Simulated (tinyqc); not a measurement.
Luttinger-Kohn k.p, four valence bands, step by step. One step of it, computed by the program tinyqc.

Question. Hole masses. E = c [g1 k^2 -/+ 2 sqrt(g2^2 k^4 + 3 (g3^2 - g2^2)(kx^2 ky^2 + ky^2 kz^2 + kz^2 kx^2))] with c = hbar^2/2m, and m* = hbar^2 k^2 / (2 E).

Luttinger parameters chosen for this model; energies are counted downward from the top of the valence band:
```
parameter      value  unit
g1         12.210000
g2          3.610000
g3          5.480000
```

Give: Masses.

Answer.

Masses (electron masses):
```
direction  heavy  light
[100]      0.200  0.051
[110]      0.487  0.045
[111]      0.800  0.043
```
